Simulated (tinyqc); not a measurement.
## Gain of the pnp from the holding current

Inverse problem. On state with both base-emitter voltages at Von: npn base current Ib = (Von/Rs + bp Von/Rw)/(bn bp - 1), holding current Ih = (bn + 1) Ib + Von/Rs. Find bp.

Parameters, values chosen for the exercise:
- bn = 3.8 (current gain of the npn)
- Rs = 160 ohm (substrate resistance shunting the npn)
- Rw = 610 ohm (well resistance shunting the pnp)
- Von = 0.69 V (base-emitter voltage in the on state)

Ih = 6.9972100 mA

Solution. Ih gives Ib, and Ib (bn bp - 1) = Von/Rs + bp Von/Rw is linear in bp.

bp = 4.900

Numbers from tinyqc (`OMP_NUM_THREADS=1 python tinyqc.py 2670103 2670104 out.jsonl`; about 0.04 s on one thread of a shared Intel Xeon 2.30GHz).
